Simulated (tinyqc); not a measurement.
Cluster expansion of a binary alloy: correlations, fit, cross-validation and ground states: one step, computed by the program tinyqc.

s = +1 for A and -1 for B. Energy per site E = J0 + J1 P(point) + sum over clusters of m V P, with P the mean product of spins; V > 0 on a pair favours unlike neighbours. Clusters per site m: pair 1 2, pair 2 2, pair 3 2, triplet 4; the triplet is two first-neighbour bonds at a right angle. Formation energies are counted from the line between pure A and pure B, which removes J0 and J1.

Task: Formation energies. Exact: X V with V = (V1, V2, V3, Vt). The data to fit add the noise amplitude times the normal numbers, standing for what the clusters leave out.

Inputs (values chosen for the exercise, for a model alloy):
```
quantity                    value      unit
first-pair interaction V1    25.5       meV
second-pair interaction V2    5.8       meV
third-pair interaction V3     1.9       meV
triplet interaction Vt          4       meV
noise amplitude               6.8  meV/site
```

Lattice: square.

X:
```
                      pair 1     pair 2     pair 3    triplet
A                   0.000000   0.000000   0.000000   0.000000
A3B p(2x2)         -2.000000  -2.000000   0.000000  -4.000000
A3B c(4x2)         -2.000000  -2.000000  -1.000000  -4.000000
A2B diagonal rows  -2.666667  -1.333333  -2.666667  -2.666667
A2B rows           -1.333333  -2.666667  -1.333333   0.000000
AB c(2x2)          -4.000000   0.000000   0.000000   0.000000
AB p(2x1)          -2.000000  -4.000000   0.000000   0.000000
A2B2 rows          -1.000000  -2.000000  -2.000000   0.000000
AB2 diagonal rows  -2.666667  -1.333333  -2.666667   2.666667
AB2 rows           -1.333333  -2.666667  -1.333333   0.000000
AB3 p(2x2)         -2.000000  -2.000000   0.000000   4.000000
AB3 c(4x2)         -2.000000  -2.000000  -1.000000   4.000000
B                   0.000000   0.000000   0.000000   0.000000
```

standard normal numbers for the noise (0 for the pure ends): A 0.000, A3B p(2x2) -0.087, A3B c(4x2) 0.447, A2B diagonal rows -0.750, A2B rows -0.202, AB c(2x2) -0.552, AB p(2x1) -0.553, A2B2 rows 1.416, AB2 diagonal rows 1.597, AB2 rows 0.555, AB3 p(2x2) -0.448, AB3 c(4x2) -0.714, B 0.000

Give: exact energies; data.

Result:

exact energies (meV/site): A 0.0, A3B p(2x2) -78.6, A3B c(4x2) -80.5, A2B diagonal rows -91.5, A2B rows -52.0, AB c(2x2) -102.0, AB p(2x1) -74.2, A2B2 rows -40.9, AB2 diagonal rows -70.1, AB2 rows -52.0, AB3 p(2x2) -46.6, AB3 c(4x2) -48.5, B 0.0

data (meV/site): A 0.0, A3B p(2x2) -79.2, A3B c(4x2) -77.5, A2B diagonal rows -96.6, A2B rows -53.4, AB c(2x2) -105.8, AB p(2x1) -78.0, A2B2 rows -31.3, AB2 diagonal rows -59.3, AB2 rows -48.2, AB3 p(2x2) -49.6, AB3 c(4x2) -53.4, B 0.0
